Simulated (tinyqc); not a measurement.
Comparisons within one model: plasmons of a degenerate electron gas in the random-phase approximation. A value that a table varies takes the place of the one given here.

Zero temperature, parabolic band: kF = (3 pi^2 n)^(1/3), EF = c kF^2/m, Ep^2 = 8 pi c e2 n/(m eb), qTF^2 = 6 pi e2 n/(eb EF), c = hbar^2/2m0, e2 = e^2/(4 pi eps0), n in 1/angstrom^3 (1e-24 per 1/cm^3).

Lindhard function: eps(q, E)/eb = 1 + (qTF/q)^2 (f1 + i f2) with z = q/(2 kF), u = E/(hbar vF q), hbar vF = 2 c kF/m; f1 = 1/2 + [h(z - u) + h(z + u)]/(8 z), h(x) = (1 - x^2) ln|(x + 1)/(x - 1)|; f2 = pi u/2 for z + u < 1, (pi/(8 z))(1 - (z - u)^2) for |z - u| < 1 < z + u, else 0. Pairs exist for c (q^2 - 2 q kF)/m < E < c (q^2 + 2 q kF)/m.

Constants: hbar^2/2m0 = 3.80998211 eV angstrom^2; e^2/(4 pi eps0) = 14.39964547 eV angstrom; a0 (Bohr radius) = 0.5291772105 angstrom.

Values chosen for the exercise (mass and background constant near those of GaN; polar phonons, which mix with the plasmon in the real crystal, and the rise of the mass with filling are left out; not measured data): n = 1.1e+18 1/cm^3 (electron density); m = 0.195 m0 (mass); eb = 5.13 (background dielectric constant); ed = 3.9 (dielectric constant of the surroundings); d = 20 angstrom (film thickness); qp = 0.012 1/angstrom (wave vector of the plasmon).

## Dispersion and weight of the plasmon

Short formula: E^2 = Ep^2 + (3/5)(hbar vF q)^2 + (c q^2/m)^2; qc is where the plasmon meets the top of the continuum. The weight is the share of the f-sum that the plasmon carries, 2E/(Ep^2 d(eps/eb)/dE); a dash marks no undamped root.

Energies (meV):
```
q (1/angstrom)   q/kF  top of continuum  plasmon  short formula  weight
0.00311         0.097             4.070    39.05          39.05   1.000
0.00776         0.243             10.86    39.68          39.67   1.000
0.0124          0.388             18.48    40.90          40.85   0.997
0.0171          0.535             27.05    42.89          42.69   0.988
0.0217          0.679             36.28    45.86          45.18   0.955
0.0248          0.777             42.97    48.65          47.28   0.898
0.0280          0.877             50.26    52.49          49.83   0.766
0.0301          0.943             55.26    55.77          51.73   0.563
0.0342          1.071             65.53        -          55.96       -
0.0404          1.265             82.31        -          63.70       -
```

qc = 0.03106 1/angstrom

What can be read from the table?

Ep = 38.94 meV. The plasmon rises from 39.05 to 55.77 meV just before qc, 43 % above Ep. The short formula errs by -0.49 % at q/kF = 0.54 and -7.24 % next to qc. The weight falls from 1.000 to 0.563 as pairs take over the sum.

## Density dependence

n is multiplied by the factor listed.

Results:
```
factor     rs  EF (meV)  Ep (meV)  Ep/EF  qc/kF  alpha = 3 EF/(5 Ep)
0.10    9.300     4.293     12.31  2.868  1.291                0.209
0.20    7.382     6.815     17.41  2.555  1.186                0.235
0.50    5.439     12.55     27.53  2.193  1.060                0.274
1.0     4.317     19.93     38.94  1.954  0.973                0.307
2.0     3.426     31.63     55.07  1.741  0.892                0.345
5.0     2.524     58.27     87.07  1.494  0.796                0.402
10      2.004     92.49     123.1  1.331  0.730                0.451
```

What can be read from the table?

Over two decades Ep grows by 10.0 (n^(1/2)) and EF by 21.5 (n^(2/3)), so Ep/EF falls from 2.868 to 1.331 as sqrt(rs), and qc/kF from 1.291 to 0.730: in a dense gas the plasmon enters the continuum earlier on the scale of kF. alpha is the coefficient in E = Ep + alpha hbar^2 q^2/(m m0). The random-phase values are only rough in the rows with rs above about 2 (up to 9.3 here); in a doped crystal the Mott density, below which donors bind the electrons, lies near rs = 2.4 when rs is formed with the static constant.

## Thin film modes against wave vector (bulk, surface, particle and sheet plasmons)

Drude medium eps = eb (1 - Ep^2/E^2), no retardation. A film of thickness d has modes eps = -ed coth(q d/2) (lower) and eps = -ed tanh(q d/2) (upper); a sheet with ns = n d has E^2 = 4 pi c e2 ns q/(m ed). One surface: eps = -ed; small sphere: eps = -2 ed.

Modes (meV):
```
q d    q (1/angstrom)  lower  upper  sheet
0.020         0.00100  4.437  38.79  4.466
0.050         0.00250  6.947  38.57  7.061
0.10          0.00500  9.669  38.22  9.986
0.20           0.0100  13.26  37.54  14.12
0.50           0.0250  19.22  35.75  22.33
1.0            0.0500  23.94  33.50  31.58
2.0             0.100  27.55  30.99  44.66
4.0             0.200  29.12  29.58  63.16
8.0             0.400  29.34  29.35  89.32
```

bulk, surface, sphere (meV): 38.94  29.35  24.53

What does this show, and why?

At small q d the lower mode tends to the sheet law sqrt(q) (within 5 % up to q d = 0.1 of the values listed) and the upper one starts near the bulk value. At q d = 8 the two are 0.0085 meV apart around the surface value 29.35 meV. Retardation, left out here, matters where q is below about three times sqrt(ed) E/(hbar c), hbar c = 1973.27 eV angstrom: that holds for 0 of the rows (from the top) for the lower mode and 0 for the upper one. From q d = 0.5 on q exceeds half of kF = 0.0319 1/angstrom, where a local dielectric function has failed; it does so earlier, once hbar vF q nears the mode energy. The film is thinner than half a Fermi wavelength, pi/kF, so a real one would be quantised.

## What moves the plasmon

The plasmon is taken at qp. Each row changes one parameter from the base and keeps the others.

Results:
```
case                    Ep (meV)  plasmon at qp (meV)  qc (1/angstrom)
base                       38.94                40.77          0.03106
n = 1.32e+18 1/cm^3        42.65                44.53          0.03227
m = 0.2242 m0              36.31                37.80          0.03271
eb = 4.617                 41.04                42.78          0.03230
qp = 0.0084 1/angstrom     38.94                39.81          0.03106
```

How do the results move?

The largest shifts from the base row, up to three for each result and ties (the steps differ in size, so this ranks the rows, not the parameters). Ep (meV): n +3.72, m -2.62, eb +2.11; unchanged at the printed digits by qp. plasmon at qp (meV): n +3.76, m -2.97, eb +2.01. qc (1/angstrom): m +0.00165, eb +0.00124, n +0.00121; unchanged at the printed digits by qp.

Program tinyqc; command `OMP_NUM_THREADS=1 python tinyqc.py 1680767 1680768 out.jsonl`; about 0.01 s on one thread of a shared Intel(R) Xeon(R) Processor @ 2.30GHz.
